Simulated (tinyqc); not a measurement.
Crystallisation kinetics and data retention of a phase-change cell: two steps of the calculation.

Johnson-Mehl-Avrami-Kolmogorov law X = 1 - exp(-y^n), y = integral of k dt, k = (1/100 s) exp[-(Ec q/kB)(1/T - 1/T1)].

Values chosen for this exercise; values of the order of Ge-Sb-Te and related chalcogenides:
```
symbol,value,unit,meaning
Ec,2.28,eV,activation energy of crystallisation
T1,450,K,temperature at which the rate k is 1/(100 s)
n,3.5,,Avrami exponent
Xf,0.5,,crystalline share at which the state is lost
T,387,K,storage temperature
b,10,K/min,heating rate
Ta,420,K,start of the ramp table
dT,6,K,step of the table
m,10,,steps
```

Constants: q = 1.602176634e-19 C, kB = 1.380649e-23 J/K. Results are converted to the units shown.

Task 1. Retention. At fixed T the state fails at t = (-ln(1 - Xf))^(1/n)/k; ten years are 3.15576e8 s.

Find: k; y at failure; time to fail; the same in years; temperature for ten years.

Result 1.

k = 6.9688e-7 1/s
y at failure = 0.90058
time to fail = 1.2923e6 s
the same in years = 0.040950
temperature for ten years = 358.19 K

The cell misses ten years at 387 K.

Task 2. A heating ramp. T rises at the rate b. Start with y = k (kB Ta^2/(q Ec))/b, the integral from cold to Ta to leading order; over each step k is taken as exponential in T, so y gains (dT/b)(k2 - k1)/ln(k2/k1). dX/dt = n y^(n - 1) k exp(-y^n), listed as 0 once y^n exceeds 23.

Give: T; k; y; X; dX/dt.

Result 2.

```
point  T (K)   k (1/s)         y         X  dX/dt (1/s)
0        420  1.500e-4  0.006000  1.673e-8     1.464e-9
1        426  3.643e-4   0.01469  3.846e-7     3.337e-8
2        432  8.631e-4   0.03551  8.438e-6     7.178e-7
3        438  0.001997   0.08417  1.730e-4     1.437e-5
4        444  0.004518    0.1953  0.003289     2.658e-4
5        450   0.01000    0.4437   0.05654     0.004331
6        456   0.02168    0.9871    0.6154      0.02825
7        462   0.04605     2.152     1.000     4.945e-7
8        468   0.09596     4.599     1.000            0
9        474    0.1963     9.646     1.000            0
10       480    0.3944     19.87     1.000            0
```

Range of the model: One Arrhenius rate is assumed; incubation, growth from the boundary and the non-Arrhenius kinetics of the supercooled liquid are left out.

Program tinyqc, `OMP_NUM_THREADS=1 python tinyqc.py 2490053 2490054 out.jsonl`; Intel Xeon 2.30GHz, shared host, one thread, about 0.03 s.
